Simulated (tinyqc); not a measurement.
Two-diode model of a solar cell: two steps of the calculation.

J is the current delivered and Vj = V + J Rs the junction voltage. J = X JL - J01 (exp(Vj/(n1 Vt)) - 1) - J02 (exp(Vj/(2 Vt)) - 1) - Vj/Rp. The photocurrent does not depend on voltage.

Values chosen for this exercise; values of the order met in cells of germanium:
```
symbol,value,unit,meaning
T,348,K,temperature
JL,51.7,mA/cm^2,photocurrent at one sun
X,10,suns,concentration
J01,3.1e-5,A/cm^2,saturation current of the first diode
n1,1,,ideality factor of the first diode
Rs,0,ohm cm^2,series resistance
Rp,50000,ohm cm^2,shunt resistance
Pin,100,mW/cm^2,incident power at one sun
J02,3.6e-5,A/cm^2,saturation current of the second diode (ideality 2)
```

Constants: q = 1.602176634e-19 C, kB = 1.380649e-23 J/K, Vt = kB T/q. Results are converted to the units shown.

Question 1. New Vj. Open circuit: J(Vj) = 0. G = -dJ/dVj = J01 exp(Vj/(n1 Vt))/(n1 Vt) + J02 exp(Vj/(2 Vt))/(2 Vt) + 1/Rp. Vj(new) = Vj + J/G.

Vj after iteration 2 = 0.29859360 V

Wanted: J; G; Vj after iteration 3.

Answer 1.

J = -142.2 mA/cm^2
G = 21.90 S/cm^2
Vj after iteration 3 = 0.2921 V

Question 2. Figures of merit. Jsc at V = 0, Voc at J = 0, the maximum power point where J (1 + 2 Rs G) = G Vj with G = -dJ/dVj; FF = Vmp Jmp/(Voc Jsc); efficiency Vmp Jmp/(X Pin). Empirical fill factor without parasitics FF0 = (v - ln(v + 0.72))/(v + 1), v = Voc/(n1 Vt).

Wanted: Jsc; Voc; Vmp; Jmp; FF; efficiency; FF0.

Answer 2.

Jsc = 517.00 mA/cm^2
Voc = 0.29127 V
Vmp = 0.22672 V
Jmp = 455.96 mA/cm^2
FF = 0.68646
efficiency = 10.337 %
FF0 = 0.68776

FF is 0.19 % below FF0. Removing one loss at a time changes the efficiency by: second diode +0.04, shunt +0.00 points.

tinyqc, about 0.01 s, one thread, Intel Xeon 2.30GHz (shared host): `OMP_NUM_THREADS=1 python tinyqc.py 2280107 2280108 out.jsonl`
